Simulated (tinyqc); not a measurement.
Dielectric surroundings: exciton in an atomically thin sheet (Rytova-Keldysh potential).

Relative motion in the plane with V(k) = -2 pi q/(k (kap + r0 k)), q = e^2/(4 pi eps0), c = hbar^2/2m0. Normalised Gaussians exp(-a_i r^2): with A = a_i + a_j, S_ij = 2 sqrt(a_i a_j)/A, T_ij = (4c/mu)(a_i a_j/A) S_ij, V_ij = -q S_ij times the integral over k from 0 to infinity of exp(-k^2/4A)/(kap + r0 k).

Converged values use 20 Gaussians with exponents 2^i/b^2, i = -11 to 8, b the larger of a0 kap/(2 mu) and sqrt(a0 r0/mu), a0 = 0.5291772 angstrom; p states use r exp(i theta) exp(-a r^2).

Constants: hbar^2/2m0 = 3.80998211 eV angstrom^2; e^2/(4 pi eps0) = 14.39964547 eV angstrom; Ry = 13.60569312 eV.

Values chosen for the exercise (out of a larger set: near those of a MoTe2 monolayer; not measured data): r0 = 68.4 angstrom (screening length of the sheet); kaps = (1, 2, 3, 4, 6, 9, 15) (surroundings).

mu = 0.290930 m0

Converged 1s and 2s bindings; the hydrogen value is 4 Ry mu/kap^2.

Bindings (meV):

| kap | 1s | 2s | 2s line - 1s line | hydrogen 1s | 1s/2s |
|---|---|---|---|---|---|
| 1.00 | 395.7 | 202.3 | 193.4 | 15833 | 1.96 |
| 2.00 | 273.5 | 112.0 | 161.4 | 3958 | 2.44 |
| 3.00 | 209.5 | 72.5 | 136.9 | 1759 | 2.89 |
| 4.00 | 168.5 | 50.9 | 117.6 | 990 | 3.31 |
| 6.00 | 118.1 | 29.0 | 89.2 | 440 | 4.08 |
| 9.00 | 77.5 | 15.4 | 62.1 | 195 | 5.03 |
| 15.0 | 41.0 | 6.5 | 34.5 | 70 | 6.34 |

The 1s binding falls by a factor 9.7 where the hydrogen model gives 225; the local exponent d ln E/d ln kap moves from -0.53 to -1.25, towards -2. The ratio 1s/2s climbs from 2.0 to 6.3, towards the hydrogen value 9, as r0/kap shrinks from 68.4 to 4.6 angstrom.

Run: tinyqc, `OMP_NUM_THREADS=1 python tinyqc.py 1250047 1250048 out.jsonl`; Intel(R) Xeon(R) Processor @ 2.30GHz, one thread, shared host; about 0.01 s of CPU time with all checks.
